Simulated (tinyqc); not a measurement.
# Elastic trap-assisted tunnelling through a dielectric: what changes with what

Emitter at x = 0 (Fermi level 0), collector at x = t (Fermi level -V), band edge U(x) = phi - F x, F = V/t. A trap at x has the energy E = U(x) - Et. With G(u) = (4/(3 F)) sqrt(mo/C) max(u, 0)^1.5, C = hbar^2/(2 m0): S1 = G(phi - E) - G(Et), S2 = G(Et) - G(phi - V - E), T1,2 = exp(-S1,2). The steady rate through one trap is nu T1 T2 (f1 - f2)/(T1 + T2), f1 = f(E), f2 = f(E + V), f(y) = 1/(1 + exp(y/Vt)); both contacts offer states at E.

Values chosen for this exercise; dielectric values close to those of silicon dioxide: temperature T = 300 K; barrier above the emitter Fermi level phi = 3.15 eV; tunnelling mass mo = 0.49 m0; thickness t = 7.3 nm; trap depth below the band edge of the dielectric Et = 2.93 eV; trap density Nt = 3.1e17 cm^-3; attempt frequency nu = 1e13 1/s; voltage V = 1.38 V.

Constants: q = 1.602176634e-19 C, kB = 1.380649e-23 J/K, hbar = 1.054571817e-34 J s, m0 = 9.1093837015e-31 kg, Vt = kB T/q, hbar^2/(2 m0) = 0.0380998212 eV nm^2. Results are converted to the units shown.

Each table varies one quantity; the others keep the values above.

## Effect of the thickness at fixed voltage

J = q Nt times the integral of the rate over x. Direct S = (4/(3 F)) sqrt(mo/C) [phi^1.5 - max(phi - V, 0)^1.5].

Result of one run:
```
t (nm),J (A/cm^2),x of the peak over t,larger S there,direct S
7.1,1.17e-15,0.469,43.3,79.6
```

What becomes of these results when the thickness t is changed from 7.1 to 9 nm, all else the same?

Result of the changed run:
```
t (nm),J (A/cm^2),x of the peak over t,larger S there,direct S
9,1.12e-20,0.469,54.8,101
```

The whole series:
```
t (nm),J (A/cm^2),x of the peak over t,larger S there,direct S
2.5,0.00165,0.466,15.3,28.0
3.4,6.92e-6,0.467,20.8,38.1
4.4,1.58e-8,0.468,26.9,49.3
5.3,6.64e-11,0.468,32.3,59.4
6.2,2.79e-13,0.469,37.8,69.5
7.1,1.17e-15,0.469,43.3,79.6
8.1,2.68e-18,0.469,49.4,90.8
9,1.12e-20,0.469,54.8,101
```

J falls from 0.00165 to 1.12e-20 A/cm^2, on average 2.64 decades a nanometre, against 4.87 for the direct exponent: trap-assisted leakage falls more slowly, so it gains on direct tunnelling as the layer thickens.

## Effect of the trap depth

Same model as above.

The same in every row: direct S = 81.8.

Result of one run:
```
Et (eV),J (A/cm^2),x of the peak over t,larger S there
2.95,2.95e-16,0.469,44.7
```

What becomes of these results when the trap depth below the band edge of the dielectric Et is changed from 2.95 to 3.21 eV, all else the same?

Result of the changed run:
```
Et (eV),J (A/cm^2),x of the peak over t,larger S there
3.21,3.85e-17,0.472,46.6
```

The whole series:
```
Et (eV),J (A/cm^2),x of the peak over t,larger S there
1.42,2.02e-28,0.448,30.8
1.67,2.48e-25,0.457,33.6
1.93,4.85e-22,0.463,36.3
2.19,1.10e-18,0.468,38.8
2.44,1.64e-15,0.470,40.9
2.7,2.31e-15,0.466,42.7
2.95,2.95e-16,0.469,44.7
3.21,3.85e-17,0.472,46.6
3.47,5.49e-18,0.474,48.5
```

J goes from 2.02e-28 through a maximum of 2.31e-15 (at Et = 2.7 eV among the rows listed) to 5.49e-18 A/cm^2. Shallow traps near the emitter lie above its Fermi level and stay empty, while deep traps face higher barriers, so a middle depth conducts best.

Range of the model: Phonon-assisted (inelastic) capture, chains of traps and a spread of trap depths are left out.

tinyqc, about 0.03 s, one thread, Intel Xeon 2.30GHz (shared host): `OMP_NUM_THREADS=1 python tinyqc.py 2370094 2370095 out.jsonl`
